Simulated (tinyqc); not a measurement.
# Surface potential of a MOS transistor: implicit equation and explicit approximations: effects of single changes

p-type body, charge-sheet picture, depletion and inversion only, full ionisation (an idealisation for deep acceptors), Boltzmann statistics (rough once Na exp(x - xn) passes about Nc/7). In units of Vt: xg = (Vg - Vfb)/Vt, x = psi/Vt, G = gamma/sqrt(Vt), xn = (2 phiF + Vc)/Vt. The implicit equation is (xg - x)^2 = G^2 [x - 1 + exp(x - xn)] for x above about 3. Cox = eps0 eox/tox.

Inputs (values chosen for the exercise); band and dielectric values close to those of silicon: temperature T = 300 K; band gap Eg = 1.1 eV; relative permittivity eps_r = 11.5; conduction-band density of states at T Nc = 2.77e19 cm^-3; valence-band density of states at T Nv = 2.61e19 cm^-3; relative permittivity of the gate insulator (close to silicon nitride) eox = 7.48; insulator thickness tox = 7.1 nm; acceptor density Na = 1.6e18 cm^-3; flat-band voltage Vfb = -0.47 V; channel-body voltage Vc = 1 V; gate-body voltage Vg = 2.8 V.

Constants: q = 1.602176634e-19 C, kB = 1.380649e-23 J/K, Vt = kB T/q, eps0 = 8.8541878128e-14 F/cm where lengths are in cm. Results are converted to the units shown.

Each table varies one quantity; the others keep the values above.

## Accuracy of the approximations against gate voltage

ni = sqrt(Nc Nv) exp(-Eg/(2 Vt)), Eg in volts; phiF = Vt ln(Na/ni); gamma = sqrt(2 q eps0 eps_r Na)/Cox; VT = Vfb + Vt (xn + G sqrt(xn - 1)). Depletion value a = 1 + [sqrt(G^2/4 + xg - 1) - G/2]^2; inversion value b = xn + ln[(xg - xn)^2/G^2 - xn + 1] and first guess y = min(a, b) - ln(1 + exp(-|a - b|)) if a > xn + 1, else b = y = a; one second-order correction with D = exp(y - xn), p = 2 (xg - y) + G^2 (1 + D), w = (xg - y)^2 - G^2 (y - 1 + D): z = y + 2 w/(p + sqrt(p^2 - 2 (2 - G^2 D) w)), or the Newton step z = y + w/p where the root is not real. N_inv = (Cox Vt G/q) [sqrt(x - 1 + exp(x - xn)) - sqrt(x - 1)] at the root. Lambert form (Cox m Vt/q) W0[(G/(2 m sqrt(xn - 1))) exp((Vg - VT)/(m Vt))], m = 1 + G/(2 sqrt(xn - 1)). Errors under 1e-4 mV, and the linear form below VT, are printed as 0.

Accuracy of the approximations against gate voltage:

| Vg (V) | psi (V) | x - xn | error of y (mV) | error of z (mV) | N_inv (cm^-2) | Cox (Vg - VT)/q (cm^-2) | Lambert form (cm^-2) |
|---|---|---|---|---|---|---|---|
| 2.16 | 1.645 | -11.97 | 0 | 0 | 2.887e5 | 0 | 2.359e5 |
| 2.36 | 1.799 | -6.013 | 0.0143 | 0 | 1.071e8 | 0 | 9.994e7 |
| 2.56 | 1.950 | -0.1736 | 4.73 | -4.69e-3 | 3.523e10 | 1.802e9 | 3.528e10 |
| 2.76 | 2.026 | 2.779 | 14.7 | -1.17 | 6.324e11 | 1.166e12 | 6.414e11 |
| 2.96 | 2.052 | 3.786 | 10.4 | -0.374 | 1.604e12 | 2.331e12 | 1.627e12 |
| 3.16 | 2.067 | 4.364 | 7.86 | -0.150 | 2.658e12 | 3.495e12 | 2.694e12 |
| 3.36 | 2.078 | 4.776 | 6.46 | -0.0796 | 3.743e12 | 4.660e12 | 3.793e12 |
| 3.56 | 2.086 | 5.100 | 5.55 | -0.0493 | 4.846e12 | 5.824e12 | 4.907e12 |
| 3.76 | 2.093 | 5.368 | 4.91 | -0.0335 | 5.959e12 | 6.988e12 | 6.032e12 |

psi rises from 1.64 to 2.09 V and ends 5.4 Vt above 2 phiF + Vc. Among the rows the first guess is off by at most 15 mV (at Vg = 2.76 V) and the corrected value by at most 1.2 mV. In the last row the linear form is 17 % above N_inv and the Lambert form 1.2 % above it; in the first row the Lambert form is 18 % below it. For Vg = 2.76, 2.96, 3.16, 3.36, 3.56, 3.76 the electron quasi-Fermi level lies less than 2 Vt below the band edge at the surface, or above it, where degeneracy and confinement, left out, matter.

## Effect of the insulator thickness at fixed gate voltage

Same model as above.

Effect of the insulator thickness at fixed gate voltage:

| tox (nm) | psi (V) | x - xn | error of y (mV) | error of z (mV) | N_inv (cm^-2) | Cox (Vg - VT)/q (cm^-2) | Lambert form (cm^-2) |
|---|---|---|---|---|---|---|---|
| 2.4 | 2.1220 | 6.4960 | 7.99 | -0.163 | 1.3243e13 | 1.6402e13 | 1.3586e13 |
| 3.2 | 2.1055 | 5.8577 | 7.90 | -0.156 | 8.5389e12 | 1.0736e13 | 8.7298e12 |
| 4.4 | 2.0847 | 5.0513 | 8.39 | -0.188 | 4.6650e12 | 6.1004e12 | 4.7532e12 |
| 6.1 | 2.0554 | 3.9189 | 10.9 | -0.440 | 1.8061e12 | 2.6551e12 | 1.8347e12 |
| 8.3 | 1.9807 | 1.0301 | 2.69 | -2.12e-3 | 1.1573e11 | 2.9146e11 | 1.1678e11 |
| 11 | 1.7118 | -9.3724 | 6.95e-4 | 0 | 3.8177e6 | 0 | 3.2466e6 |

As tox goes from 2.4 to 11, psi falls from 2.12 to 1.71 V, x - xn falls from 6.50 to -9.37 and N_inv falls from 1.32e13 to 3.82e6 cm^-2. The Lambert form lies between 0.850 and 1.03 times N_inv. For tox = 2.4, 3.2, 4.4, 6.1, 8.3 the electron quasi-Fermi level lies less than 2 Vt below the band edge at the surface, or above it, where degeneracy and confinement, left out, matter.

Computed by the program tinyqc: `OMP_NUM_THREADS=1 python tinyqc.py 2122044 2122045 out.jsonl`, one thread of a shared Intel Xeon 2.30GHz, about 0.01 s for the whole run.
